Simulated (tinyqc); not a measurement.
Chemical vapour deposition: Grove model, boundary layer, depletion and step coverage: one step, computed by the program tinyqc. Command: `OMP_NUM_THREADS=1 python tinyqc.py 3010887 3010888 out.jsonl cvd walk`. One thread of a shared host (Intel(R) Xeon(R) Processor @ 2.30GHz), about 0.01 s of CPU time with the checks.

A precursor diffuses to the surface and reacts there at first order; each molecule that reacts adds one formula unit of film.

Problem. Depletion along the susceptor. Plug flow: U b dC/dx = -k_eff C with k_eff = k_s h_g/(k_s + h_g), so C falls as exp(-k_eff x/(U b)); the used share of the precursor is 1 - C(L)/C(0).

Inputs (values chosen for the exercise, close to those used for silicon nitride (counted as SiN4/3)):

| quantity | value | unit |
|---|---|---|
| temperature T | 700 | C |
| gas velocity U | 9.7 | cm/s |
| susceptor length L | 19 | cm |
| channel height b | 3.4 | cm |

Reactor: horizontal, atmospheric.

surface rate constant k_s = 1.017476 cm/s

mass-transfer coefficient h_g = 1.707003 cm/s

growth rate G at the inlet = 266.8211 nm/min

Give: k_eff; depletion length; rate at the outlet over rate at the inlet; rate at the outlet.

Solution.

k_eff = 0.6375 cm/s

depletion length = 51.73 cm

rate at the outlet over rate at the inlet = 0.6926

rate at the outlet = 184.8 nm/min

30.7 % of the precursor is used.
